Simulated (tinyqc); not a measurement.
Strength of the heavy-light coupling: shallow acceptor in the spherical four-band model.

The ground state 1S3/2 has an L = 0 part f(r) and an L = 2 part g(r). In units of Ry* and a*, with Gaussians f_i = exp(-a_i r^2), g_i = r^2 exp(-a_i r^2), A = a_i + a_j and I(n) = Gamma((n + 1)/2)/(2 A^((n + 1)/2)): S_ff = I(2), S_gg = I(6), H_ff = (6 a_i a_j/A) I(2) - 2 I(1), H_gg = (14 a_i a_j/A) I(6) - 2 I(5), H_fg = -mu [15 I(2) - 20 a_j I(4) + 4 a_j^2 I(6)]; each function is then normalised. The split-off band is left out.

Converged values use 22 exponents 2.2^i, i = -7 to 14, for f and for g.

Parameters, chosen for this exercise (out of a larger set: near those of a shallow acceptor in GaAs; not measured data): mus = (0.06, 0.26, 0.48, 0.68, 0.72, 0.83, 0.91) (couplings).

Ry* = 12.7136 meV

Converged values in Ry* and a*; the heavy-mass hydrogen model gives 1/(1 - mu).

Results:

| mu | binding (Ry*) | 1/(1 - mu) | ratio | L = 2 weight | <r> (a*) | binding (meV) |
|---|---|---|---|---|---|---|
| 0.06 | 1.003 | 1.064 | 0.943 | 0.002 | 1.496 | 12.8 |
| 0.26 | 1.065 | 1.351 | 0.788 | 0.029 | 1.423 | 13.5 |
| 0.48 | 1.268 | 1.923 | 0.659 | 0.101 | 1.225 | 16.1 |
| 0.68 | 1.768 | 3.125 | 0.566 | 0.210 | 0.913 | 22.5 |
| 0.72 | 1.960 | 3.571 | 0.549 | 0.237 | 0.832 | 24.9 |
| 0.83 | 2.966 | 5.882 | 0.504 | 0.324 | 0.568 | 37.7 |
| 0.91 | 5.255 | 11.111 | 0.473 | 0.398 | 0.331 | 66.8 |

The binding starts as 1 + O(mu^2), 1.003 at mu = 0.06, since the coupling enters in second order, and reaches 5.25 at mu = 0.91. The ratio to the heavy-mass model falls from 0.94 to 0.47, towards about 0.44 as mu goes to 1: the bound hole is only partly heavy. The L = 2 weight grows to 0.40 and the radius shrinks by a factor 4.5.

tinyqc: `OMP_NUM_THREADS=1 python tinyqc.py 1280278 1280279 out.jsonl`; about 0.04 s, one thread, shared Intel(R) Xeon(R) Processor @ 2.30GHz.
